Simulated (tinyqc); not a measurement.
sp3s* tight binding: one step. Levels at this k. The numbers come from values chosen for the exercise (near a published set for diamond, fitted to gaps, whose masses and valley positions are rough; spin-orbit coupling, where it is added without a refit, lifts the valence top and shrinks all gaps by about a third of the splitting).

H(k) (eV):
```
                       sa                   xa                   ya                   za                  s*a
sa              -4.536000                    0                    0                    0                    0
xa                      0             3.850000                    0                    0                    0
ya                      0                    0             3.850000                    0                    0
za                      0                    0                    0             3.850000                    0
s*a                     0                    0                    0                    0            11.354000
sc   -13.492510-0.250630i  0.125799+12.013344i   1.326286+1.139475i   1.517638+0.995803i                    0
xc   -0.125799-12.013344i   2.273619+0.042234i  -1.164878-0.764338i  -1.018003-0.874615i  -0.067631-6.458533i
yc    -1.326286-1.139475i  -1.164878-0.764338i   2.273619+0.042234i  -0.096558-9.220955i  -0.713029-0.612597i
zc    -1.517638-0.995803i  -1.018003-0.874615i  -0.096558-9.220955i   2.273619+0.042234i  -0.815902-0.535357i
s*c                     0   0.067631+6.458533i   0.713029+0.612597i   0.815902+0.535357i                    0

                       sc                    xc                   yc                   zc                 s*c
sa   -13.492510+0.250630i  -0.125799+12.013344i  -1.326286+1.139475i  -1.517638+0.995803i                   0
xa    0.125799-12.013344i    2.273619-0.042234i  -1.164878+0.764338i  -1.018003+0.874615i  0.067631-6.458533i
ya     1.326286-1.139475i   -1.164878+0.764338i   2.273619-0.042234i  -0.096558+9.220955i  0.713029-0.612597i
za     1.517638-0.995803i   -1.018003+0.874615i  -0.096558+9.220955i   2.273619-0.042234i  0.815902-0.535357i
s*a                     0   -0.067631+6.458533i  -0.713029+0.612597i  -0.815902+0.535357i                   0
sc              -4.536000                     0                    0                    0                   0
xc                      0              3.850000                    0                    0                   0
yc                      0                     0             3.850000                    0                   0
zc                      0                     0                    0             3.850000                   0
s*c                     0                     0                    0                    0           11.354000
```

Problem. Diagonalise H, which belongs to k = (0.59, 0.08, 0.07) (2 pi/a). Four bands are filled (two electrons each); give the make-up of band 5, the lowest empty one.

Give: levels; weights of band 5; weight of band 5 on atom a.

Solution.

levels (eV): -23.3432  -9.3376  -5.7184  -5.5781  5.4474  10.7625  13.2951  13.4142  17.6882  20.1060

weights of band 5: s 0.107, p 0.402, s* 0.490

weight of band 5 on atom a = 0.500

The vertical gap at this k is 11.0255 eV; band 5 is mostly s*-like.

Program tinyqc; command `OMP_NUM_THREADS=1 python tinyqc.py 1452094 1452095 out.jsonl`; about 0.2 s on one thread of a shared Intel(R) Xeon(R) Processor @ 2.30GHz.
